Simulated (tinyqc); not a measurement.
Strain-driven roughening and islands of a mismatched epitaxial film. Inputs raised by 10 %, one at a time. Computed by tinyqc, a small Python program. Command: `OMP_NUM_THREADS=1 python tinyqc.py 3001866 3001867 out.jsonl island sens`. One thread of a shared host (Intel(R) Xeon(R) Processor @ 2.30GHz), about 0.01 s of CPU time with the checks.

Film and substrate share isotropic elastic constants; the film is coherent and biaxially strained.

Inputs (values chosen for the exercise, modelled on InAs on GaAs): misfit |f| = 0.0688; shear modulus G = 29.4 GPa; Poisson ratio nu = 0.28; surface energy gamma = 0.716 J/m^2; contact angle of the shallow shape theta_1 = 12.1 degrees; contact angle of the steep shape theta_2 = 28.2 degrees; facet energy of shape 1 over gamma = 0.998; facet energy of shape 2 over gamma = 1.045; surface mobility D_s nu_s Omega^2/(k_B T) = 2.6e-32 m^6/(J s); island volume V = 19000 nm^3.

Transport: surface diffusion.

Constants: e = 1.602176634e-19 C.

Method:
- M = 2 G (1 + nu)/(1 - nu); stress = M f; energy density w = M f^2.
- A ripple A cos(k x) has the surface chemical potential per volume [gamma k^2 - 2 (1 + nu) w k] A cos(k x), so k_c = 2 (1 + nu) w/gamma. With surface diffusion the amplitude grows at the rate q = B k^2 [2 (1 + nu) w k - gamma k^2], fastest at k_m = (3/4) k_c. B is the surface mobility.
- Shallow faceted island (Tersoff form): E = 4 Gam V^(2/3) tan^(1/3)(theta) - 6 c V tan(theta), Gam = gamma [x/sin(theta) - 1/tan(theta)], x the facet energy over gamma, c = stress^2 (1 - nu)/(2 pi G).
- The barrier is the maximum of E, at V_c = [4 Gam/(9 c)]^3 / tan^2(theta) (1 GPa nm = 1 J/m^2).
- The two energies cross at V_x^(1/3) = 4 [Gam_2 t2^(1/3) - Gam_1 t1^(1/3)]/(6 c (t2 - t1)), t = tan(theta); mu = dE/dV.

Runs; columns: (1) input moved; (2) from; (3) to; (4) fastest wavelength (nm); (5) barrier, shape 1 (eV); (6) critical volume, shape 1 (nm^3); (7) crossing volume V_x (nm^3):
```
(1)                                                        (2)       (3)     (4)       (5)      (6)     (7)
base run                                                     -         -  4.7354  0.062127  0.07677   4.459
shear modulus G (GPa)                                     29.4     32.34  4.3049  0.051344  0.05768   3.350
Poisson ratio nu                                          0.28     0.308  4.3585  0.052630  0.05986   3.476
surface energy gamma (J/m^2)                             0.716    0.7876  5.2090  0.082690  0.10218   5.934
contact angle of the shallow shape theta_1 (degrees)      12.1     13.31  4.7354  0.079031  0.08850   4.880
contact angle of the steep shape theta_2 (degrees)        28.2     31.02  4.7354  0.062127  0.07677   3.589
surface mobility D_s nu_s Omega^2/(k_B T) (m^6/(J s))  2.6e-32  2.86e-32  4.7354  0.062127  0.07677   4.459
facet energy of shape 2 over gamma                       1.045    1.1495  4.7354  0.062127  0.07677  26.137
```

Exponents ln(y'/y) / ln(x'/x):
```
input                                       fastest wavelength  barrier, shape 1  critical volume, shape 1  crossing volume V_x
shear modulus G                                          -1.00            -2.000                    -3.000               -3.000
Poisson ratio nu                                         -0.87            -1.740                    -2.611               -2.611
surface energy gamma                                      1.00             3.000                     3.000                3.000
contact angle of the shallow shape theta_1                0.00             2.525                     1.492                0.947
contact angle of the steep shape theta_2                  0.00             0.000                     0.000               -2.276
surface mobility D_s nu_s Omega^2/(k_B T)                 0.00             0.000                     0.000                0.000
facet energy of shape 2 over gamma                        0.00             0.000                     0.000               18.555
```

Among the inputs moved here: fastest wavelength answers most in size to shear modulus G (exponent -1.000), and about equally to surface energy gamma (+1.000); its exponent is below 0.0005 for contact angle of the shallow shape theta_1, contact angle of the steep shape theta_2, surface mobility D_s nu_s Omega^2/(k_B T), facet energy of shape 2 over gamma. Its exponent +1.000 in surface energy gamma: gamma over the strain energy density. barrier, shape 1 answers most in size to surface energy gamma (exponent +3.000), next to contact angle of the shallow shape theta_1 (+2.525); its exponent is below 0.0005 for contact angle of the steep shape theta_2, surface mobility D_s nu_s Omega^2/(k_B T), facet energy of shape 2 over gamma. Its exponent +3.000 in surface energy gamma: Gam^3/c^2. Critical volume, shape 1 answers most in size to shear modulus G (exponent -3.000), and about equally to surface energy gamma (+3.000); its exponent is below 0.0005 for contact angle of the steep shape theta_2, surface mobility D_s nu_s Omega^2/(k_B T), facet energy of shape 2 over gamma. Crossing volume V_x answers most in size to facet energy of shape 2 over gamma (exponent +18.555), next to shear modulus G (-3.000); its exponent is below 0.0005 for surface mobility D_s nu_s Omega^2/(k_B T).

Caution (all rows): a wavelength of a few nanometres is at the limit of continuum theory, where steps and facets rule. Caution (all rows): a critical volume below 1 nm^3 holds fewer than a hundred atoms, so a continuum barrier there has no physical meaning. Caution (rows base run, shear modulus G, Poisson ratio nu, contact angle of the shallow shape theta_1, contact angle of the steep shape theta_2, surface mobility D_s nu_s Omega^2/(k_B T)): a crossing volume under 5 nm^3 is too small for these continuum energies. Caution (all rows): the shallow-slope form overstates the relaxation of facets steeper than about 25 degrees.

Extremes, crossings and ranges named in words are read from the listed rows.
